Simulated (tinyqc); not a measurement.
Reverse leakage of an n+-p junction: diffusion, generation, trap-assisted and band-to-band tunnelling: one step of the calculation.

One-sided abrupt junction in the depletion approximation, x from the junction (0) to W on the p side, field F = F0 (1 - x/W). Flat quasi-Fermi levels, long p side. Traps generate through SRH with both lifetimes shortened by 1 + Gamma (Hurkx enhancement, form for moderate fields); band-to-band generation is local and needs a total bending above Eg.

Question. Generation rates across the layer. u = (Vbi + VR)(1 - x/W)^2, p = Na exp(-u/Vt), n = Nd exp((u - Vbi - VR)/Vt); G0 = ni^2 (1 - exp(-VR/Vt))/(tau (n + p + 2 ni cosh(Et/Vt))); Gamma = 2 sqrt(3 pi)(F/FG) exp((F/FG)^2); trap-assisted part G0 Gamma; G_bb = Ab F^2.5 exp(-Bb/F) with F in V/cm, zero unless Vbi + VR > Eg, and counted as zero under 1 cm^-3 s^-1. 15 equal steps.

Parameters, values chosen for the exercise; band and dielectric values close to those of silicon: temperature T = 350 K; band gap Eg = 1.11 eV; acceptor density of the lighter side Na = 1.5e17 cm^-3; donor density of the heavier side Nd = 1e19 cm^-3; SRH lifetime of both carriers at zero field tau = 4e-8 s; trap level above the intrinsic level Et = 0 eV; band-to-band prefactor Ab = 5.7e14 cm^-0.5 V^-2.5 s^-1; band-to-band field constant Bb = 1.95e7 V/cm; reverse bias VR = 0.6 V.

Constants: q = 1.602176634e-19 C, kB = 1.380649e-23 J/K, Vt = kB T/q. Results are converted to the units shown.

ni = 3.5411489e11 cm^-3
Vbi = 0.90822073 V
W = 114.99911 nm
F0 = 262.30129 kV/cm
FG = 473.99879 kV/cm

Find: x; F; Gamma; G0; G0 Gamma; G_bb.

Answer.

```
point  x (nm)  F (kV/cm)   Gamma  G0 (cm^-3 s^-1)  G0 Gamma (cm^-3 s^-1)  G_bb (cm^-3 s^-1)
0         0.0      262.3   4.615         3.135e11               1.447e12              0.000
1         7.7      244.8   4.141         1.974e14               8.174e14              0.000
2        15.3      227.3   3.706         7.829e16               2.902e17              0.000
3        23.0      209.8   3.307         3.644e18               1.205e19              0.000
4        30.7      192.4   2.938         4.421e18               1.299e19              0.000
5        38.3      174.9   2.595         4.426e18               1.149e19              0.000
6        46.0      157.4   2.276         4.412e18               1.004e19              0.000
7        53.7      139.9   1.977         3.880e18               7.671e18              0.000
8        61.3      122.4   1.695         8.946e17               1.516e18              0.000
9        69.0      104.9   1.427         6.150e16               8.778e16              0.000
10       76.7       87.4   1.172         5.403e15               6.331e15              0.000
11       84.3       69.9  0.9260         7.318e14               6.777e14              0.000
12       92.0       52.5  0.6879         1.545e14               1.063e14              0.000
13       99.7       35.0  0.4555         5.084e13               2.316e13              0.000
14      107.3       17.5  0.2268         2.610e13               5.920e12              0.000
15      115.0        0.0       0         2.090e13                      0              0.000
```

Computed by the program tinyqc: `OMP_NUM_THREADS=1 python tinyqc.py 2290130 2290131 out.jsonl`, one thread of a shared Intel Xeon 2.30GHz, about 0.01 s for the whole run.
